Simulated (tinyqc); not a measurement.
Inside a calculation. Model: order-disorder in a binary alloy on two sublattices: Bragg-Williams and pair (quasi-chemical) approximations. Computed by tinyqc, a small Python program that keeps every step. Command: `OMP_NUM_THREADS=1 python tinyqc.py 3017063 3017064 out.jsonl order walk`. One thread of a shared host (Intel(R) Xeon(R) Processor @ 2.30GHz), about 0.01 s of CPU time with the checks. Intermediate numbers are printed to about 5 digits and carried at full precision; extremes and crossings named in words are read from the listed rows.

All z = 8 neighbours of a site lie on the other sublattice. B fills the sublattices with x + eta/2 and x - eta/2; energies are per site, from the pure components: u = -z w y with y the probability of an A-B bond taken in one order.

Inputs (values chosen for the exercise, for a model alloy): ordering energy w = (e_AA + e_BB)/2 - e_AB = 14.3 meV; fraction x of B = 0.44; temperature T = 456 K.

Lattice: bcc (B2 order, z = 8). Method: plain iteration, 400 steps.

scattering factors f_A, f_B (electrons): 13  49

Constants: k_B = 8.617333262e-05 eV/K.

## Critical temperatures

Bragg-Williams: k_B T_c = 2 z w x (1 - x). Pair approximation at x = 1/2: k_B T_c = w/ln(z/(z - 2)).

T_c, Bragg-Williams = 654.22 K

T_c, pair approximation at x = 1/2 = 576.83 K

At x = 1/2 the pair value is 0.869 of the Bragg-Williams one; the ratio tends to 1 as z grows.

## Long-range order, Bragg-Williams

Bragg-Williams: u = -z w [x (1 - x) + eta^2/4]; minimising f gives ln[a (1 - b)/(b (1 - a))] = 2 z w eta/(k_B T) =: ln Q, a = x + eta/2, b = x - eta/2. For given Q this is a quadratic for eta, (Q - 1) eta^2/4 - (Q + 1) eta/2 + (Q - 1) x (1 - x) = 0, smaller root: the map eta -> phi(eta). Plain iteration eta = phi(eta), 400 steps at most; start at 0.999 times 2x; stop when |phi - eta| < 1e-10.

Iteration:
```
step      eta  phi(eta)    phi - eta
1     0.87912   0.81551  -6.3607e-02
2     0.81551   0.79461  -2.0899e-02
3     0.79461   0.78669  -7.9232e-03
4     0.78669   0.78354  -3.1487e-03
5     0.78354   0.78227  -1.2738e-03
6     0.78227   0.78175  -5.1898e-04
7     0.78175   0.78154  -2.1205e-04
...       ...       ...          ...
18    0.78139   0.78139  -1.1469e-08
19    0.78139   0.78139  -4.6957e-09
20    0.78139   0.78139  -1.9224e-09
21    0.78139   0.78139  -7.8705e-10
22    0.78139   0.78139  -3.2222e-10
23    0.78139   0.78139  -1.3192e-10
24    0.78139   0.78139  -5.4009e-11
```

order parameter eta = 0.78139

last residual = 5.4009e-11

Converged: eta is 88.8 % of its largest value 2x. Caution: T is near or above the T_c of the better pair approximation, so the true long-range order is lower than Bragg-Williams gives.

## Energy, entropy and site fractions

a = x + eta/2, b = x - eta/2; u = -z w [x (1 - x) + eta^2/4]; s/k_B = [s2(a) + s2(b)]/2, s2(c) = -c ln c - (1 - c) ln(1 - c); gain on ordering = f(eta) - f(0), f = u - T s. Superlattice over fundamental intensity = [eta (f_B - f_A)/2]^2/[(1 - x) f_A + x f_B]^2.

B fraction on its own sublattice = 0.83070

B fraction on the A sublattice = 0.049305

energy u = -45.651 meV/site

entropy s = 0.32562 k_B/site

gain on ordering = -3.3040 meV/site

intensity ratio = 0.23784

A on the B sublattice: 0.1693, of which 0.1200 is forced by composition.

## Short-range order at the Bragg-Williams T_c

Quasi-chemical disordered state, with T here the Bragg-Williams T_c and not the input T: y^2/[(1 - x - y)(x - y)] = exp(2 w/(k_B T)) =: E, so y = 2 x (1 - x)/(1 + r), r = sqrt(1 - 4 x (1 - x)(1 - 1/E)); Warren-Cowley alpha = 1 - y/(x (1 - x)); u = -z w y.

bond probability y = 0.27691

alpha of the disordered state at the Bragg-Williams T_c = -0.12382

energy of the disordered state = -31.678 meV/site

Short-range order already holds 16 % of the full ordering energy z w x^2, counted from the random alloy at -z w x (1 - x); Bragg-Williams puts none there.

## Both approximations at x = 1/2

At x = 1/2 the alloy is an Ising model with K = w/(2 k_B T). Bragg-Williams: eta = tanh(z K eta), neighbour correlation -eta^2. Pair: h = (z - 1) artanh(tanh K tanh h), eta = tanh(z h/(z - 1)), correlation -(tanh K + tanh^2 h)/(1 + tanh K tanh^2 h). T is given in units of the Bragg-Williams T_c at x = 1/2, z w/(2 k_B).

Order and neighbour correlation:
```
T/T_c   T (K)  eta, Bragg-Williams  correlation, Bragg-Williams  eta, pair  correlation, pair
0.30   199.13              0.99741                     -0.99483    0.99734           -0.99472
0.45   298.70              0.97398                     -0.94863    0.97096           -0.94434
0.55   365.08              0.93553                     -0.87521    0.92253           -0.85847
0.65   431.46              0.87207                     -0.76050    0.83171           -0.71522
0.75   497.83              0.77552                     -0.60143    0.66642           -0.50270
0.85   564.21              0.62950                     -0.39627    0.28927           -0.20895
0.95   630.59              0.37949                     -0.14401    0.00000           -0.13082
1.10   730.16              0.00000                      0.00000    0.00000           -0.11315
1.50   995.67              0.00000                      0.00000    0.00000           -0.08314
```

The pair approximation loses long-range order between T/T_c = 0.85 and 0.95, at 577 K, and keeps a correlation of -0.083 in the last row. At its own T_c the correlation is -1/(z - 1) = -0.143, so the fewer the neighbours, the more of the ordering energy is released above T_c.

Checks made by the program: eta against bracketed root finding (relative difference 1e-10).
